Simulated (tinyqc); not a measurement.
Inside a calculation. Method: Hueckel theory of the pi electrons with the omega technique, for the molecule [CH2]c1ccc(N)cc1F (SMILES; centres numbered as the heavy atoms are written). One step of it, computed by the program tinyqc.

Question. Energy, charges, bond orders. E = sum n x; q_r = z_r - P_rr; bond order p = P_rs; free valence = sqrt(3) - sum of p over the bonds of the atom.

final x values: 3.217216  2.240347  1.766036  0.967587  0.929505  -0.091149  -1.043071  -1.339971  -2.146499

occupations: 2.000000  2.000000  2.000000  2.000000  2.000000  1.000000  0.000000  0.000000  0.000000

final P, lower triangle:
```
           1C         2C         3C         4C         5C         6N         7C        8C
1C   1.049197
2C   0.644374   1.021174
3C  -0.029793   0.517914   1.017257
4C  -0.125889  -0.027610   0.714219   1.037635
5C   0.003056  -0.209703   0.001502   0.602573   0.966024
6N   0.045962   0.075297  -0.045591  -0.145486   0.298055   1.907441
7C  -0.120736  -0.005934  -0.284923   0.020389   0.607495  -0.150088   1.050214
8C  -0.009064   0.508542   0.007318  -0.279847   0.015196  -0.050049   0.704601  0.980195
9F  -0.021029  -0.070422  -0.006370   0.056257  -0.018497   0.013842  -0.112130  0.169988

          9F
9F  1.970862
```

Centres:
```
centre  z_r, pi electrons of the neutral centre         h
1C                                            1  0.000000
2C                                            1  0.000000
3C                                            1  0.000000
4C                                            1  0.000000
5C                                            1  0.000000
6N                                            2  1.500000
7C                                            1  0.000000
8C                                            1  0.000000
9F                                            2  3.000000
```

Bonds:
```
i  j         k
1  2         1
2  3         1
3  4         1
4  5         1
5  6  0.800000
5  7         1
7  8         1
8  9  0.700000
8  2         1
```

Give: pi energy = 11 alpha + this times beta; pi charges; Bond orders and lengths from R = 1.517 - 0.180 p; free valence of the carbons; gap between the highest filled and the next level.

Answer.

pi energy = 11 alpha + this times beta = 18.1502

pi charges: 1C -0.0492, 2C -0.0212, 3C -0.0173, 4C -0.0376, 5C 0.0340, 6N 0.0926, 7C -0.0502, 8C 0.0198, 9F 0.0291

Bond orders and lengths from R = 1.517 - 0.180 p (angstrom, C-C alone):
```
bond       p       R
1-2   0.6444  1.4010
2-3   0.5179  1.4238
3-4   0.7142  1.3884
4-5   0.6026  1.4085
5-6   0.2981       -
5-7   0.6075  1.4077
7-8   0.7046  1.3902
8-9   0.1700       -
8-2   0.5085  1.4255
```

free valence of the carbons: 1C 1.0877, 2C 0.0612, 3C 0.4999, 4C 0.4153, 5C 0.2239, 7C 0.4200, 8C 0.3489

gap between the highest filled and the next level = 0.9519 |beta|
